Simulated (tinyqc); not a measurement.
Threshold of a short bulk MOSFET: charge sharing, barrier lowering, narrow width: one step of the calculation.

n-channel device on a p-type body, depletion approximation, full ionisation. Uniform doping N = Na. Vbi from Boltzmann statistics is rough for the degenerate source. Cox = eps0 eox/tox.

Question. Short-channel and narrow-width shifts. Charge sharing (trapezoid; it ignores Vds): F = (xj/L)(sqrt(1 + 2 Wd/xj) - 1), lowering = body term times F. Barrier lowering: th = exp(-L/(2 l)) + 2 exp(-L/l), lowering = th [2 (Vbi - 2 pB) + Vds], DIBL = th. Narrow width: rise = body term times xw Wd/W. VT by each model = VT0 - lowering + rise.

Values chosen for this exercise; band and dielectric values close to those of silicon: junction depth xj = 15 nm; drain-source voltage Vds = 0.5 V; gate width W = 150 nm; shape factor of the fringing depletion at the width edges xw = 1.5708; channel length L = 400 nm.

2 pB = 0.96464795 V
Wd = 33.819194 nm
body term = 1.7401387 V
VT0 = 1.8747866 V
Vbi = 1.0812368 V
l = 32.118537 nm

Find: F; lowering by charge sharing; th; lowering of the barrier; DIBL; narrow-width rise; VT, charge sharing; VT, barrier lowering.

Answer.

F = 0.050519
lowering by charge sharing = 87.910 mV
th = 0.0019833
lowering of the barrier = 1.4541 mV
DIBL = 1.9833 mV/V
narrow-width rise = 616.28 mV
VT, charge sharing = 2.4032 V
VT, barrier lowering = 2.4896 V

L is 12.5 scale lengths. The charge-sharing lowering is 60.5 times the barrier lowering; the first falls off as 1/L and the second exponentially. Both describe the same loss of gate control, so they are alternatives and are not added.

Program tinyqc, `OMP_NUM_THREADS=1 python tinyqc.py 2002080 2002081 out.jsonl`; Intel Xeon 2.30GHz, shared host, one thread, about 0.01 s.
